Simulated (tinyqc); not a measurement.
Hall effect and magnetoresistance of several carrier groups with constant relaxation times. Changing the mobility mu2. Computed by tinyqc, a small Python program. Command: `OMP_NUM_THREADS=1 python tinyqc.py 3010796 3010797 out.jsonl hall2 sweep`. One thread of a shared host (Intel(R) Xeon(R) Processor @ 2.30GHz), about 0.01 s of CPU time with the checks.

Group 1 has charge -e and group 2 charge +e; s_i is that sign. B lies along z; mu B is formed with mu in m^2/(V s).

Inputs (values chosen for the exercise, for a model conductor):
```
quantity            value        unit
density n1        1.4e+17      1/cm^3
mobility mu1        83000  cm^2/(V s)
density n2        3.8e+18      1/cm^3
magnetic field B     0.62           T
```

Carriers: electrons and holes. Densities: per volume.

Constants: e = 1.602176634e-19 C.

Method:
- sigma_xx = sum n_i e mu_i/(1 + mu_i^2 B^2); sigma_xy = sum s_i n_i e mu_i^2 B/(1 + mu_i^2 B^2).
- rho_xx = sigma_xx/(sigma_xx^2 + sigma_xy^2); Hall coefficient R_H = sigma_xy/(B (sigma_xx^2 + sigma_xy^2)), with B in V s/cm^2 (1 T = 1e-4 V s/cm^2); magnetoresistance MR = rho_xx(B)/rho_xx(0) - 1. Apparent density 1/(e |R_H|); Hall mobility |R_H|/rho_xx.
- Weak field: R_H(0) = sum s_i n_i mu_i^2/(e (sum n_i mu_i)^2); MR = c B^2 with c = n1 n2 mu1 mu2 (s1 mu1 - s2 mu2)^2/(n1 mu1 + n2 mu2)^2. Strong field: R_H = 1/(e sum s_i n_i); rho_xx saturates at (n1/mu1 + n2/mu2)/(e (sum s_i n_i)^2).

One run for each value; columns: (1) mobility mu2 (cm^2/(V s)); (2) magnetoresistance MR (%); (3) Hall coefficient R_H (cm^3/C); (4) Hall mobility (cm^2/(V s)); (5) coefficient c (1/T^2):
```
(1)       (2)      (3)         (4)     (5)
830    213.99  -12.075  9.1030e+03  11.800
1600   159.14   -3.611  3.9515e+03  16.140
3000   101.17   -0.097  1.7819e+02  18.488
5800    59.41    1.158  3.9169e+03  17.824
11000   36.04    1.530  9.6272e+03  15.039
21000   23.39    1.646  1.9536e+04  12.000
41000   17.14    1.683  3.8539e+04   9.931
79000   15.23    1.695  7.3492e+04   9.415
```

Over the rows, magnetoresistance MR (%) falls from 214 to 15.2 (exponent d ln y / d ln x -0.45 between the first rows and -0.18 between the last); Hall coefficient R_H (cm^3/C) rises from -12.1 to 1.70; Hall mobility (cm^2/(V s)) goes from 9100 through a minimum among these rows, 178 at 3000, to 73500. For opposite charges the drift angles add, so equal mobilities do not cancel MR.

Caution (all rows): mu B is well above 1, where Landau quantisation, left out here, shows at low temperature.

Extremes, crossings and ranges named in words are read from the listed rows.
